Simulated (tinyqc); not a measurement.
Strain, valley repopulation and piezoresistance in a many-valley conduction band: one step, computed by the program tinyqc. Command: `OMP_NUM_THREADS=1 python tinyqc.py 3007686 3007687 out.jsonl valleys walk`. One thread of a shared host (Intel(R) Xeon(R) Processor @ 2.30GHz), about 0.03 s of CPU time with the checks.

Valleys are ellipsoids with mass m_l along the axis a and m_t across it, parabolic, with one constant relaxation time; strain shifts the valleys and leaves the masses alone. Currents are taken along [100], in the plane, and along [001], across the plane.

Problem. Linear piezoresistance coefficients. Each of the 6 valleys holds n_v = N_v (2/sqrt(pi)) F_1/2((E_F - dE_v)/(k_B T)), N_v = 2 (m_d k_B T/(2 pi hbar^2))^(3/2), m_d = (m_l m_t^2)^(1/3); E_F solves sum n_v = n and is counted from the unstrained edge. F_j(eta) = int_0^infinity x^j/(1 + exp(x - eta)) dx, without a gamma-function factor. It is evaluated after integrating by parts. Integrals over x = E/(k_B T) use 160 Gauss-Legendre points in u = sqrt(x) from 0 to sqrt(max(eta, 0) + 32). With eta_0 the reduced Fermi level without strain, r = F_-1/2(eta_0)/(2 F_1/2(eta_0)) (1 for a classical gas) and c = r (Xi_u/k_B T) (m_l - m_t)/(2 m_l + m_t): pi11 = -(2/3) c (S11 - S12), pi12 = -pi11/2, pi44 = 0, with S11 - S12 = 1/(C11 - C12).

Inputs (values chosen for the exercise, modelled on silicon): longitudinal mass m_l = 0.934 m_0; transverse mass m_t = 0.195 m_0; shear deformation potential Xi_u = 8.93 eV; C11 = 167 GPa; C12 = 64.6 GPa; electron density n = 1.6e+16 1/cm^3; temperature T = 77 K.

Valley axes: <100> (6 valleys in 3 pairs). Load: biaxial in the (001) plane.

Constants: k_B = 8.617333262e-05 eV/K; m_0 = 9.1093837015e-31 kg; k_B = 1.380649e-23 J/K; hbar = 1.054571817e-34 J s.

Give: eta_0; degeneracy factor r; pi11; pi12; pi44.

Solution.

eta_0 = -5.439

degeneracy factor r = 0.9985

pi11 = -313.4 1e-11/Pa

pi12 = 156.7 1e-11/Pa

pi44 = 0 1e-11/Pa

The gas is classical, so the coefficients follow 1/T.
